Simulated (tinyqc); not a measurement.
# Hole mobility in a silicon inversion layer, empirical terms and Matthiessen rule: effects of single changes

Inversion layer of sheet density Ns on a uniformly doped body. The mobility terms are empirical power laws with prefactors chosen for the exercise; adding their inverses (Matthiessen) is itself an approximation.

Inputs (values chosen for the exercise); material values close to those of silicon: temperature T = 293 K; band gap Eg = 1.12 eV; relative permittivity of the semiconductor eps_r = 11.5; conduction-band density of states at T Nc = 2.69e19 cm^-3; valence-band density of states at T Nv = 2.52e19 cm^-3; body doping Nb = 7.8e16 cm^-3; reverse body bias Vsb = 0 V; weight of the inversion charge in the effective field eta = 0.3333; phonon-limited mobility at 1 MV/cm and 300 K Ap = 121 cm^2/(V s); roughness-limited mobility at 1 MV/cm As = 478 cm^2/(V s); exponent of the roughness term gs = 1; Coulomb prefactor Ac = 1900 cm^2/(V s); charge at the interface Nit = 2.6e10 cm^-2; inversion density Ns = 3.2e12 cm^-2.

Constants: q = 1.602176634e-19 C, kB = 1.380649e-23 J/K, Vt = kB T/q, eps0 = 8.8541878128e-14 F/cm where lengths are in cm. Results are converted to the units shown.

Each table varies one quantity; the others keep the values above.

## Effect of the body doping

ni = sqrt(Nc Nv) exp(-Eg/(2 Vt)), Eg in volts; Ndep = sqrt(2 eps0 eps_r Nb (2 Vt ln(Nb/ni) + Vsb)/q); E = q (Ndep + eta Ns)/(eps0 eps_r), in MV/cm. With t = T/(300 K): muC = Ac (Ns/1e12 cm^-2) t/(Nb/1e17 cm^-3 + Nit/1e11 cm^-2), muP = Ap E^(-1/3) t^(-1.75), muS = As E^(-gs); 1/mu is the sum of the inverses.

Effect of the body doping:
```
Nb (cm^-3)  E (MV/cm)  muC (cm^2/(V s))  muP (cm^2/(V s))  muS (cm^2/(V s))  mu (cm^2/(V s))
2e16          0.23689             12909            203.81            2017.8           182.49
4.4e16        0.27292            8483.0            194.41            1751.4           171.45
9.7e16        0.32772            4827.8            182.91            1458.6           157.23
2.1e17        0.40851            2516.2            169.95            1170.1           140.13
4.7e17        0.53616            1197.2            155.23            891.53           119.06
1e18          0.71615            578.77            140.95            667.46           96.892
2.3e18         1.0175            255.29            125.38            469.77           71.318
5e18           1.4450            118.15            111.54            330.79           48.895
```

What does the comparison show?

As Nb goes from 2e16 to 5e18 cm^-3, E rises from 0.237 to 1.45 MV/cm and mu falls from 182 to 48.9 cm^2/(V s). The phonon term is the smallest in the first and the last row.

## Effect of the charge at the interface

Same model as above.

The same in every row: E (MV/cm) = 0.3103; muP (cm^2/(V s)) = 186.3; muS (cm^2/(V s)) = 1541.

Effect of the charge at the interface:
```
Nit (cm^-2)  muC (cm^2/(V s))  mu (cm^2/(V s))
1e10                     6748            162.2
3.2e10                   5398            161.2
1e11                     3336            158.3
3.2e11                   1492            149.5
1e12                    550.8            127.7
3.2e12                  181.2            86.67
1e13                    58.92            43.50
```

Read the table: what changes, and by how much?

As Nit goes from 1e10 to 1e13 cm^-2, E stays at 0.310 MV/cm and mu falls from 162 to 43.5 cm^2/(V s). The smallest term is the phonon one in the first row and the Coulomb one in the last.

## Effect of the inversion density

Same model as above.

Effect of the inversion density:
```
Ns (cm^-2)  E (MV/cm)  muC (cm^2/(V s))  muP (cm^2/(V s))  muS (cm^2/(V s))  mu (cm^2/(V s))
2e11           0.1529             356.9             235.8              3126            135.8
3.6e11         0.1613             642.3             231.6              2963            161.0
6.3e11         0.1755              1124             225.2              2724            175.6
1.1e12         0.2001              1963             215.6              2388            179.6
2e12           0.2473              3569             200.9              1933            173.1
3.6e12         0.3312              6423             182.3              1443            157.8
6.3e12         0.4728           1.124e4             161.9              1011            137.8
1.1e13         0.7193           1.963e4             140.7             664.5            115.5
2e13            1.191           3.569e4             119.0             401.2            91.52
```

What does the table show?

As Ns goes from 2e11 to 2e13 cm^-2, E rises from 0.153 to 1.19 MV/cm and mu goes from 136 through a maximum of 180 (at Ns = 1.1e12 cm^-2 among the rows listed) to 91.5 cm^2/(V s). The phonon term is the smallest in the first and the last row. Screening lifts the Coulomb term as Ns grows while the field presses the carriers to the interface, hence the maximum.

Numbers from tinyqc (`OMP_NUM_THREADS=1 python tinyqc.py 2510025 2510026 out.jsonl`; about 0.01 s on one thread of a shared Intel Xeon 2.30GHz).
